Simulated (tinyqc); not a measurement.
Coherent transport through a tight-binding region between two chains, step by step. One step of it, computed by the program tinyqc.

Question. Transmission at E = 0.45 eV. Surface Green function g = (E - i sqrt(4 t^2 - E^2)) / (2 t^2); self-energy tc^2 g on each contact site; G = (E - H - Sigma)^(-1); Gamma = -2 Im Sigma; T = Gamma_L Gamma_R |G_LR|^2; local density of states -Im G_ii / pi.

H of the central region (eV):
```
[[0.000000, -0.830000, 0.000000, 0.000000, -0.830000],
 [-0.830000, 0.440000, -0.830000, 0.000000, 0.000000],
 [0.000000, -0.830000, 0.440000, -0.830000, 0.000000],
 [0.000000, 0.000000, -0.830000, 0.440000, -0.830000],
 [-0.830000, 0.000000, 0.000000, -0.830000, 0.000000]]
```

Leads: semi-infinite chains with site energy 0:
```
parameter                           value
lead hopping t (eV)              1.820000
coupling to the left lead (eV)   0.590000
coupling to the right lead (eV)  0.400000
left contact site                       1
right contact site                      5
```

E = 0.450000 eV

Give: g; G; local density of states; transmission.

Answer.

g = 0.068-0.545i 1/eV

G (1/eV):
```
[[0.383-0.042i, 0.602-0.023i, -0.390+0.042i, -0.597+0.023i, 0.397-0.043i],
 [0.602-0.023i, 0.282-0.100i, 0.600+0.025i, -0.289+0.100i, -0.596-0.026i],
 [-0.390+0.042i, 0.600+0.025i, 0.383-0.043i, 0.601-0.024i, -0.390+0.043i],
 [-0.597+0.023i, -0.289+0.100i, 0.601-0.024i, 0.282-0.099i, 0.601+0.025i],
 [0.397-0.043i, -0.596-0.026i, -0.390+0.043i, 0.601+0.025i, 0.383-0.043i]]
```

local density of states (1/eV): [0.013, 0.032, 0.014, 0.032, 0.014]

transmission = 0.011
